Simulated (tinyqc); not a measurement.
Error of the time step: velocity overshoot from momentum and energy balance equations after a field step. Computed by tinyqc, a small Python program. Command: `OMP_NUM_THREADS=1 python tinyqc.py 3027771 3027772 out.jsonl overshoot walk`. One thread of a shared host (Intel(R) Xeon(R) Processor @ 2.30GHz), about 0.01 s of CPU time with the checks.

At t = 0 the field jumps from 0 to F in a uniform sample. v is the drift velocity and u = w - (3/2) k_B T the excess energy per carrier.

Inputs (values chosen for the exercise, modelled on electrons in 4H-SiC except for tau_E): effective mass m = 0.34 m_0; low-field mobility mu_0 = 960 cm^2/(V s); saturation velocity v_s = 2 1e7 cm/s; energy relaxation time tau_E = 0.26 ps; field after the step F = 15 kV/cm; lattice temperature T = 300 K; time step dt = 16 fs.

Scheme: explicit Euler.

Constants: m_0 = 9.1093837015e-31 kg; e = 1.602176634e-19 C; k_B = 8.617333262e-05 eV/K.

Method:
- dv/dt = e F/m - v/tau_m(u), du/dt = e F v - u/tau_E, tau_m(u) = tau_0/(1 + c u), tau_0 = m mu_0/e, c = mu_0/(e tau_E v_s^2); this choice gives the steady state v (1 + mu_0 F v/v_s^2) = mu_0 F, which saturates at v_s. Steady velocity v = 2 mu_0 F/(1 + sqrt(1 + 4 (mu_0 F/v_s)^2)); u = e F v tau_E; carrier temperature T + 2u/(3 k_B), neglecting the drift energy m v^2/2.
- Step: v_new = v + dt (e F/m - v/tau_m(u)), u_new = u + dt (e F v - u/tau_E). Start v = u = 0; the distance adds dt (v + v_new)/2.
- The peak velocity is recomputed with dt/2 and dt/4 and by an adaptive Runge-Kutta method (tolerance 1e-9).

tau_0 = 185.579 fs

acceleration e F/m = 0.00775950 1e7 cm/s per fs

c = 9.23077 1/eV

steady velocity = 1.04607 1e7 cm/s

Peak velocity:
```
step      v_peak (1e7 cm/s)  error (%)
dt                   1.1302    0.83842
dt/2                 1.1253    0.40228
dt/4                 1.1230    0.19701
adaptive             1.1208    0.00000
```

The explicit scheme puts the peak 0.84 % too high; halving dt divides the error by 2.08, as a first-order method should.

Extremes, crossings and ranges named in words are read from the listed rows.
